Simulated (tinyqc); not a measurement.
Floating body of a partially depleted SOI transistor: body voltage and kink: two steps of the calculation.

Source at 0 V. Channel current Ic = 2 nf K Vt^2 [F(0) - F(Vd)](1 + la Vd), F(V) = ln^2(1 + exp((Vg - VT - nf V)/(2 nf Vt))), VT = VT0 - gb Vb. Saturation voltage Vs = 2 Vt sqrt(F(0)) + 3 Vt, excess Ve = (Vd - Vs + sqrt((Vd - Vs)^2 + 0.0004 V^2))/2, multiplication M1 = Ai Ve exp(-Bl/Ve). Each junction passes D(v) = J1 (exp(v/Vt) - 1) + J2 (exp(v/(2 Vt)) - 1). Bipolar current Ib = bb J1 (exp(Vb/Vt) - 1). The body settles where M1 (Ic + Ib) = D(Vb) + D(Vb - Vd) + Vb/Rb; drain current Id = (1 + M1)(Ic + Ib) - D(Vb - Vd).

Inputs (values chosen for the exercise); values of the order met in partially depleted silicon-on-insulator transistors:

| symbol | value | unit | meaning |
|---|---|---|---|
| T | 300 | K | temperature |
| VT0 | 0.53 | V | threshold at zero body voltage |
| gb | 0.33 |  | fall of the threshold per volt of body voltage |
| nf | 1.29 |  | slope factor |
| K | 540 | uA/(V^2 um) | gain factor per width |
| la | 0.06 | 1/V | channel-length modulation factor |
| Ai | 1.29 | 1/V | impact-ionisation prefactor |
| Bl | 6.4 | V | impact-ionisation voltage |
| J1 | 1.4e-13 | uA/um | diffusion saturation current of each junction |
| J2 | 8.9e-8 | uA/um | recombination saturation current of each junction |
| bb | 3 |  | gain of the lateral bipolar transistor on the diffusion current |
| Rb | 1e9 | kohm um | resistance of a weak body tie to the source (1e9 stands for no tie, and the term is then dropped) |
| Vg | 0.75 | V | gate voltage |
| Vd | 1.6 | V | drain voltage |

Constants: q = 1.602176634e-19 C, kB = 1.380649e-23 J/K, Vt = kB T/q. Results are converted to the units shown.

Task 1. New Vb. Current into the body I_in = M1 (Ic + Ib) - D(Vb - Vd), current out I_out = D(Vb) + Vb/Rb; f = ln(I_in/I_out), s = df/dVb by central differences over 1e-5 V, Vb(new) = Vb - f/s.

Vb after iteration 1 = 0.73554394 V

Find: Ic; Ve; M1; I_in; I_out; f; s; Vb after iteration 2.

Result 1.

Ic = 49.132 uA/um
Ve = 1.1638 V
M1 = 0.0061394
I_in = 0.30750 uA/um
I_out = 0.45240 uA/um
f = -0.38609
s = -32.238 1/V
Vb after iteration 2 = 0.72357 V

Task 2. Drain current with floating and with grounded body. Id and VT at the converged Vb, Id at Vb = 0, their ratio, and the bipolar share Ib/(Ic + Ib).

converged Vb = 0.72343223 V

Wanted: VT; Id, floating; Id, grounded; ratio; bipolar share.

Result 2.

VT = 0.2913 V
Id, floating = 49.19 uA/um
Id, grounded = 11.52 uA/um
ratio = 4.270
bipolar share = 1.222 %

The body rises to 0.723 V and lowers the threshold by 239 mV.

Range of the model: The multiplication law is an empirical form chosen for the exercise; self-heating and capacitive coupling to the body are left out, and the linear laws are rough once Vb passes about 0.7 V or M1 about 0.1.

Numbers from tinyqc (`OMP_NUM_THREADS=1 python tinyqc.py 2182085 2182086 out.jsonl`; about 0.2 s on one thread of a shared Intel Xeon 2.30GHz).
